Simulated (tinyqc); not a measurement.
Inside a calculation: defect-molecule model of a vacancy with Jahn-Teller distortion. Values are carried at full precision from step to step, so a last printed digit may differ when a step is redone from the rounded ones.

Four dangling hybrids a, b, c, d point into the vacancy: H_ii = E0, and -gm between any two. A tetragonal distortion Q pairs a with b and c with d: those two couplings become -gm - I Q and the other four -gm + I Q/2, at an elastic cost k Q^2/2. The a1 level holds two electrons; charge states 2+, + and 0 put n = 0, 1, 2 more into the lowest level of t2 origin. Energy from the 2+ state at Q = 0, with the Fermi level mu counted from Ev: W_n(Q) = n (et - 2 I Q) + k Q^2/2 + Uc n (n - 1)/2 - n mu. et = E0 + gm is the undistorted t2 level.

Parameters, chosen for this exercise (of the size used for the vacancy in silicon; the results hold for these values, not for the real material):
```
symbol  value  unit           meaning
E0      -0.1   eV             level of a dangling hybrid, from Ev
gm      0.3    eV             coupling between two dangling hybrids
I       1.01   eV/angstrom    Jahn-Teller coupling
k       18.6   eV/angstrom^2  force constant of the mode
Uc      0.26   eV             repulsion of two electrons in one orbital
Q       0.05   angstrom       a trial distortion
```

## The molecule at a trial distortion

Fill in H at Q.

H (eV), rows a, b, c, d and columns alike:
```
[[-0.1000, -0.3505, -0.2747, -0.2747],
 [-0.3505, -0.1000, -0.2747, -0.2747],
 [-0.2747, -0.2747, -0.1000, -0.3505],
 [-0.2747, -0.2747, -0.3505, -0.1000]]
```

## One-electron levels

Diagonalise. By symmetry: a + b + c + d at E0 - 3 gm, a + b - c - d at E0 + gm - 2 I Q, and the pair a - b, c - d at E0 + gm + I Q.

levels (eV): [-1.0000, 0.0990, 0.2505, 0.2505]

The t2 triplet has split by 3 I Q = 0.1515 eV, and its centre has stayed.

## Relaxed charge states

Minimise W_n over Q: Q_n = 2 n I/k, gain n^2 E_JT with E_JT = 2 I^2/k. W_n at mu = 0 is n et - n^2 E_JT + Uc n (n - 1)/2.

E_JT = 0.1097 eV

States:
```
n  charge  Q_n (angstrom)  gain (eV)  W_n (eV)
0      2+          0.0000     0.0000    0.0000
1       +          0.1086     0.1097    0.0903
2       0          0.2172     0.4388    0.2212
```

## Transition levels and the effective U

From the energies W_n of the relaxed states with n = 0, 1, 2 electrons: E(2+/+) = W1 - W0, E(+/0) = W2 - W1, U_eff = E(+/0) - E(2+/+), E(2+/0) = (W2 - W0)/2.

levels above Ev (eV): (2+/+) 0.0903, (+/0) 0.1309, (2+/0) 0.1106

U_eff = 0.0406 eV

U_eff > 0: the + state is the lowest for mu between 0.0903 and 0.1309 eV. The vacancy in silicon is known as a negative-U centre; these values fall on the other side of the balance.

## Vertical against thermal levels

At fixed Q the level for adding the first electron is et - 2 I Q. Capture into 2+ at Q0 = 0 costs et; removal from + at Q1 = 2 I/k takes place at et - 2 E_JT, E_JT = 2 I^2/k; the thermal level lies between, and the Franck-Condon shift is E_JT on each side. et = E0 + gm.

levels (eV): vertical at Q0 0.2000, thermal 0.0903, vertical at Q1 -0.0194

Stokes shift = 0.2194 eV

## Checks

- W2 from the formula against a numerical minimum over Q with the level from H(Q): both 0.22125.

Computed by tinyqc, a small Python program: `OMP_NUM_THREADS=1 python tinyqc.py 1450278 1450279 out.jsonl` (the numbers bound the seed that draws the inputs); one thread of a shared host (Intel(R) Xeon(R) Processor @ 2.30GHz), about 0.01 s for the whole set of steps.
